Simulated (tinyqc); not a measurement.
Size effects in the resistivity of thin metal films and interconnect lines: one step, computed by the program tinyqc.

Electrons lose their drift at surfaces (a share 1 - p of the hits) and at grain boundaries (reflection R), besides bulk scattering. The line sits in a trench with a non-conducting liner on both walls and the bottom; the spacing equals the drawn width.

Problem. Resistance and delay. Total: rho = rho_b [1 + surface excess + grain excess]; resistance per length rho/(w_m h_m); capacitance per length C = 2 k eps_0 (aspect ratio + 1/2), a parallel-plate estimate for two neighbours plus a fixed term for the planes above and below; delay 0.38 R C L^2; effective resistivity per drawn area.

Inputs (values chosen for the exercise, modelled on molybdenum):
```
quantity,value,unit
bulk resistivity rho_b,5.22,microohm cm
aspect ratio (height over width),2.4,-
line length,2.9,micrometre
permittivity of the dielectric k,3.9,-
```

Geometry: line.

rho/rho_b from surfaces = 1.154698

rho/rho_b from grains = 1.077566

metal width w_m = 43.4 nm

metal height h_m = 107.2 nm

share of the trench filled by metal = 95.73004 %

Constants: eps_0 = 8.8541878128e-12 F/m.

Give: resistivity rho; resistance per length; capacitance per length; RC delay; effective resistivity per drawn area.

Solution.

resistivity rho = 6.432 microohm cm

resistance per length = 13.83 ohm/micrometre

capacitance per length = 0.2003 fF/micrometre

RC delay = 0.008849 ps

effective resistivity per drawn area = 6.719 microohm cm

Of the factor 1.29 over bulk, scattering gives 1.23 and the liner 1.04; within scattering, surfaces outweigh grain boundaries (0.08 against 0.15, grains first).
